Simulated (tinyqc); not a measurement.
Inversion layer as a triangular well, valleys of the Si type: one step. Fermi level and populations. Three cases, with inputs chosen for the exercise.

Question. Solve for EF; c = hbar^2/2m0. The mean distance is sum n_i <z>_i/Ns.

Subband i holds n_i = g m_d/(2 pi c) kB T ln(1 + exp((EF - E_i)/kB T)) (spin included), and EF is fixed by sum n_i = Ns over the levels listed or, where none are listed, over j = 0 to 9 of each group; 1e12/cm^2 = 1e-4/angstrom^2.

Constants: hbar^2/2m0 = 3.80998211 eV angstrom^2; kB = 8.617333262e-05 eV/K.

Case 1.

Values chosen (out of a larger set: near those of Si; not measured data): Ns = 1.5 x 1e12/cm^2 (electron sheet density); T = 400 K (temperature).

Subbands:
```
label,valleys g,m_d (m0),E (eV),<z> (angstrom)
0,6,0.357592,0.151868,23.3979
1,6,0.357592,0.265525,40.9089
2,6,0.357592,0.358578,55.2454
3,6,0.357592,0.440818,67.9160
4,6,0.357592,0.515997,79.4985
5,6,0.357592,0.586050,90.2915
6,6,0.357592,0.652141,100.4740
7,6,0.357592,0.715039,110.1645
8,6,0.357592,0.775282,119.4461
9,6,0.357592,0.833270,128.3801
```

Case 2.

Values chosen (out of a larger set: near those of Si; not measured data): Ns = 1.2 x 1e12/cm^2 (electron sheet density); T = 150 K (temperature).

Subbands:
```
label,valleys g,m_d (m0),E (eV),<z> (angstrom)
0,6,0.360976,0.099150,28.9290
1,6,0.360976,0.173353,50.5795
2,6,0.360976,0.234104,68.3050
3,6,0.360976,0.287797,83.9708
4,6,0.360976,0.336878,98.2914
5,6,0.360976,0.382614,111.6358
6,6,0.360976,0.425763,124.2254
7,6,0.360976,0.466826,136.2066
8,6,0.360976,0.506158,147.6823
9,6,0.360976,0.544016,158.7283
```

Case 3.

Values chosen (out of a larger set: near those of Si; not measured data): Ns = 12 x 1e12/cm^2 (electron sheet density); T = 300 K (temperature).

Subbands:
```
label,valleys g,m_d (m0),E (eV),<z> (angstrom)
0,6,0.357353,0.337480,15.7950
1,6,0.357353,0.590050,27.6161
2,6,0.357353,0.796831,37.2940
3,6,0.357353,0.979585,45.8475
4,6,0.357353,1.146646,53.6664
5,6,0.357353,1.302318,60.9523
6,6,0.357353,1.449186,67.8262
7,6,0.357353,1.588957,74.3679
8,6,0.357353,1.722830,80.6335
9,6,0.357353,1.851690,86.6646
```

Give: EF; Populations; mean distance from the surface.

Answer.

Case 1.

EF = 0.0470 eV

Populations:
```
label,(EF - E)/kB T,n (1e12/cm^2),share (%)
0,-3.04,1.441,96.1
1,-6.34,0.055,3.6
2,-9.04,0.004,0.2
3,-11.42,0.000,0.0
4,-13.61,0.000,0.0
5,-15.64,0.000,0.0
6,-17.56,0.000,0.0
7,-19.38,0.000,0.0
8,-21.13,0.000,0.0
9,-22.81,0.000,0.0
```

mean distance from the surface = 24.12 angstrom

The lowest subband holds 96.1 % of the electrons and is not degenerate (EF well below its edge).

Case 2.

EF = 0.0703 eV

Populations:
```
label,(EF - E)/kB T,n (1e12/cm^2),share (%)
0,-2.23,1.196,99.7
1,-7.97,0.004,0.3
2,-12.67,0.000,0.0
3,-16.82,0.000,0.0
4,-20.62,0.000,0.0
5,-24.16,0.000,0.0
6,-27.50,0.000,0.0
7,-30.67,0.000,0.0
8,-33.72,0.000,0.0
9,-36.65,0.000,0.0
```

mean distance from the surface = 29.00 angstrom

The lowest subband holds 99.7 % of the electrons and is partly degenerate (EF within a few kB T of its edge).

Case 3.

EF = 0.3275 eV

Populations:
```
label,(EF - E)/kB T,n (1e12/cm^2),share (%)
0,-0.39,11.999,100.0
1,-10.16,0.001,0.0
2,-18.16,0.000,0.0
3,-25.22,0.000,0.0
4,-31.69,0.000,0.0
5,-37.71,0.000,0.0
6,-43.39,0.000,0.0
7,-48.80,0.000,0.0
8,-53.97,0.000,0.0
9,-58.96,0.000,0.0
```

mean distance from the surface = 15.80 angstrom

The lowest subband holds 100.0 % of the electrons and is partly degenerate (EF within a few kB T of its edge).

Computed by tinyqc, one run a case: `OMP_NUM_THREADS=1 python tinyqc.py N N+1 out.jsonl` with N = 1251365, 1251391, 1251480; one thread of a shared Intel(R) Xeon(R) Processor @ 2.30GHz, about 0.02 s a run at most.
